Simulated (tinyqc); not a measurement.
Koster-Slater impurity in an sp3s* host: sweeps and comparisons. A value that a table varies takes the place of the one given here.

sp3s* tight binding, nearest neighbours only: anion (a) at 0, cation (c) at a/4 (1,1,1), orbitals s, px, py, pz, s* on each; k in units of 2 pi/a. With phases e_j = exp(i (pi/2) k.n_j) for n = (1,1,1), (1,-1,-1), (-1,1,-1), (-1,-1,1): g0 = (e1+e2+e3+e4)/4, g1 = (e1+e2-e3-e4)/4, g2 = (e1-e2+e3-e4)/4, g3 = (e1-e2-e3+e4)/4. The diagonal holds the levels Esa, Epa, Exa (s*) and Esc, Epc, Exc. Anion-cation block: <sa|sc> = Vss g0; <sa|xc> = Vsapc g1; <xa|sc> = -Vscpa g1; <xa|xc> = Vxx g0; <xa|yc> = <ya|xc> = Vxy g3, <xa|zc> = <za|xc> = Vxy g2, <ya|zc> = <za|yc> = Vxy g1; <s*a|xc> = Vxapc g1; <xa|s*c> = -Vpaxc g1; y and z take g2 and g3 in place of g1; s-s* and s*-s* vanish.

A defect on an anion site (a) shifts the s level there by Vs or the three p levels by Vp and leaves the rest. A level in the gap solves 1/Vs = G_s(E) (symmetry A1) or 1/Vp = G_p(E) (T2, threefold), with G(E) = (1/N^3) sum over k and bands of w/(E - e), where w is the weight of the state on the s orbital of that site, or the mean weight on its px, py, pz. Mesh: k = f1 (-1,1,1) + f2 (1,-1,1) + f3 (1,1,-1), f = (j + 1/2)/N, j = 0 to N - 1. Energies from the top of the valence band at Gamma; the s* orbital of the site is left as it is. An infinite shift removes the s or p orbitals, the model of the ideal vacancy: G(E) = 0.

Values chosen for the exercise (out of a larger set: near a published set for Si; not measured data): p = (-4.206, 1.72, -4.206, 1.72, 6.691, 6.691, -8.277, 1.718, 4.561, 5.706, 5.706, 5.391, 5.391) eV (order Esa, Epa, Esc, Epc, Exa, Exc, Vss, Vxx, Vxy, Vsapc, Vscpa, Vxapc, Vpaxc); N = 5 (mesh); V = -13.5 eV (shift of the p levels).

## Level against strength of the defect

Eg (smallest gap of the host) = 1.15107 eV

A dash: no level in the gap from 0 to Eg. The last row is the ideal vacancy.

Levels (eV above the valence band):

| shift (eV) | A1 | T2 |
|---|---|---|
| -40 | - | 0.652 |
| -20 | - | 0.783 |
| -12 | 0.128 | 0.924 |
| -8 | 0.495 | 1.046 |
| -5 | 0.871 | - |
| -3 | 1.131 | - |
| +3 | - | - |
| +5 | - | - |
| +8 | - | - |
| +12 | - | 0.060 |
| +20 | - | 0.214 |
| +40 | - | 0.355 |
| vacancy | - | 0.506 |

What can be read from the table?

A1: a level lies in the gap for the attractive shifts -3, -5, -8 and -12 eV, and no repulsive one does; G has no zero in the gap, so there is no vacancy level there and a strong enough shift drives the level out through the far edge. T2: a level lies in the gap for the attractive shifts -8, -12, -20 and -40 eV and for the repulsive +12, +20 and +40 eV; both branches tend to the vacancy level, 0.506 eV, which pins them. A level passes the edges where the shift equals 1/G, a value that is sensitive to the mesh there: on this one 1/G(0) = -13.9 and 1/G(Eg) = -2.8 eV for s, 9.9 and -5.1 eV for p.

## Convergence with the mesh

The same level (G_p = 1/V) on meshes of growing size; a dash: no level from 0 to Eg.

Mesh:

| N | points | G_p(Eg/2) (1/eV) | level (eV) |
|---|---|---|---|
| 2 | 8 | -0.01071 | 0.8839 |
| 3 | 27 | -0.01120 | 0.8917 |
| 4 | 64 | -0.01158 | 0.8915 |
| 6 | 216 | -0.01176 | 0.8890 |
| 8 | 512 | -0.01177 | 0.8890 |

How do the results move?

Against N = 8, G at mid-gap is off by +0.00106 at N = 2 and +0.00001 1/eV at N = 6; the level moves by +0.1 meV from N = 6 to 8. Errors in G are magnified in the level by 1/|dG/dE|, and a level near a band edge needs the finest mesh, since the sum there is ruled by few points.

Computed by tinyqc, a small Python program: `OMP_NUM_THREADS=1 python tinyqc.py 1452319 1452320 out.jsonl` (the numbers bound the seed that draws the inputs); one thread of a shared host (Intel(R) Xeon(R) Processor @ 2.30GHz), about 0.1 s for the whole set of steps.
